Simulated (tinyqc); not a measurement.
# FinFET, parasitic resistance, capacitance and delay, step by step

Program tinyqc, `OMP_NUM_THREADS=1 python tinyqc.py 2170134 2170135 out.jsonl`; Intel Xeon 2.30GHz, shared host, one thread, about 0.03 s. Printed values are rounded.

Nf fins under one contact; each has gated perimeter p = 2 Hf + Wf and cross-section A = Hf Wf; contact width Wc = Nf pf, stack height Hs = Hf. Contact length Lc = CPP - Lg - 2 Lsp, shared by two neighbouring gates. Source and drain sides are equal. The formulas are first-order estimates, not field solutions.

Parameters, values chosen for the exercise; values close to those of silicon logic devices: temperature T = 300 K; number of fins Nf = 1; fin height Hf = 50 nm; fin width Wf = 6 nm; fin pitch pf = 34 nm; contacted gate pitch CPP = 45 nm; gate length Lg = 12 nm; spacer length Lsp = 8 nm; relative permittivity of the spacer ks = 4.5; gate height above the channel stack Hc = 25 nm; contact resistivity rc = 9.4e-10 ohm cm^2; resistivity of the source-drain epitaxy re = 0.00025 ohm cm; current-carrying depth of the epitaxy te = 25 nm; resistivity of the extension rx = 0.00081 ohm cm; gate overlap Lov = 0.5 nm; inversion capacitance Cinv = 2.7 uF/cm^2; injection velocity vx = 1e7 cm/s; apparent mobility mu = 260 cm^2/(V s); threshold at zero drain voltage VT = 0.24 V; barrier lowering dl = 0.023 V/V; subthreshold factor n = 1.24; wire load Cw = 0.16 fF; supply voltage Vdd = 0.8 V.

Constants: q = 1.602176634e-19 C, kB = 1.380649e-23 J/K, eps0 = 8.8541878128e-12 F/m, Vt = kB T/q. Results are converted to the units shown.

## Geometry and resistances

Epitaxy sheet resistance Rsh = re/te, transfer length LT = sqrt(rc/Rsh), contact Rc = [sqrt(rc Rsh)/Wc] coth(Lc/(2 LT)); extension of one fin Rx = rx Lsp/A. Effective width N p; for equal currents one side has Rc + Rx/N.

Lc = 17 nm
effective width = 106 nm
Rsh = 100 ohm
LT = 30.6594 nm
Rc = 333.550 ohm
Rx = 216 ohm
one side times effective width = 58.2523 ohm um

Lc/2 is 0.28 transfer lengths, and Rc is 2.5 % above the area limit rc/(Wc Lc/2). The contact makes up 60.7 % of one side.

## Capacitances

With N fins: gate Cg = Cinv p N Lg; per side, plate Cp = ks eps0 [Wc (Hs + Hc) - N A]/Lsp, top fringe Cf = (2/pi) ks eps0 Wc ln(1 + Lg/(2 Lsp)), overlap Co = Cinv p N Lov. Cs = Cp + Cf + Co. An inverter of two such devices driving an equal one has the load CL = 2 (Cg + 2 Cs) + 4 Cs + Cw (its own drains counted twice for the Miller effect).

Cg = 34.3440 aF
Cp = 11.2061 aF
Cf = 0.482625 aF
Co = 1.431 aF
CL = 333.646 aF

The channel capacitance gives 20.6 % of CL, the parasitic parts 31.5 % and the wire 48.0 %.

## Iteration 1: fin currents at Vgs = Vdd, Vds = Vdd/2

I at the start (uA): fin 1 0

One fin: I = p Q vx u/(1 + |u|^1.8)^(1/1.8), Q = Cinv n Vt ln(1 + exp((Vg' - VT + dl Vd')/(n Vt))), u = Vd' mu/(vx Lg), Vg' = Vgs - v, Vd' = Vds - 2 v, with the drop on each side v = Rc (sum of I) + Rx I. I(new) = I(out).

drop v (mV): fin 1 0
I(out) (uA): fin 1 161.078
I after iteration 1 (uA): fin 1 161.078

## Iteration 2: fin currents at Vgs = Vdd, Vds = Vdd/2

As before.

drop v (mV): fin 1 88.5207
I(out) (uA): fin 1 132.149
I after iteration 2 (uA): fin 1 132.149

## Course of the iteration: fin currents at Vgs = Vdd, Vds = Vdd/2

Stop when the largest change of I is below 1e-6 uA, or after 80 iterations.

Course of the iteration:
```
iteration	total I (uA)	largest |change| of one entry (uA)
1	161.078	161
2	132.149	28.9
3	137.667	5.52
4	136.633	1.03
5	136.828	0.194
6	136.791	0.0365
7	136.798	6.85e-3
8	136.797	1.29e-3
9	136.797	2.42e-4
10	136.797	4.54e-5
11	136.797	8.53e-6
12	136.797	1.60e-6
13	136.797	3.01e-7
```

Converged in 13 iterations. At the end each change is about 0.19 times the one before: linear convergence.

## Effective current, delay and energy

IH = I(Vdd, Vdd/2) = 136.797 uA
IL = I(Vdd/2, Vdd), solved likewise = 43.7734 uA

Ieff = (IH + IL)/2, delay CL Vdd/(2 Ieff), energy CL Vdd^2, with CL the load of an inverter that drives an equal one.

Ieff = 90.2852 uA
delay = 1.47819 ps
energy = 213.533 aJ

Without any series resistance Ieff would be 106 uA, so the resistances cost 14.8 %.
